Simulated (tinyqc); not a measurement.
X-ray photoelectron analysis of a thin oxide on a semiconductor: attenuation lengths, thickness, angle series and band offsets: one step, computed by the program tinyqc.

The same element is seen in the oxide and in the substrate, at nearly the same kinetic energy; films are flat and uniform, and the work function is ignored.

Task: Peak ratio. R_0 = (rho_o/M_o) L_o/((rho_s/M_s) L_s); peak ratio R = I_ox/I_sub = R_0 [exp(d/(L_o cos theta)) - 1]; hence d = L_o cos theta ln(1 + R/R_0). A carbon layer weakens both peaks alike, by exp(-d_C/(L_o cos theta)) if its L is taken equal to L_o. This R_0 leaves out intrinsic losses from the substrate peak, so calibrated values can be larger.

Inputs (values chosen for the exercise, modelled on SiO2 on 4H-SiC): oxide density = 2.26 g/cm^3; oxide formula mass = 60.08 g/mol; substrate density = 3.21 g/cm^3; substrate formula mass = 40.1 g/mol; oxide thickness d = 0.65 nm; emission angle from the normal = 55 degrees; carbon overlayer = 0.81 nm.

L in the oxide = 3.609792 nm

L in the substrate = 2.714701 nm

Give: R_0; d/(L_o cos theta); ratio R; oxide share of the counts; attenuation by carbon; depth 3 L_o cos theta.

Result:

R_0 = 0.62485

d/(L_o cos theta) = 0.31394

ratio R = 0.23045

oxide share of the counts = 0.18729

attenuation by carbon = 0.67624

depth 3 L_o cos theta = 6.2115 nm
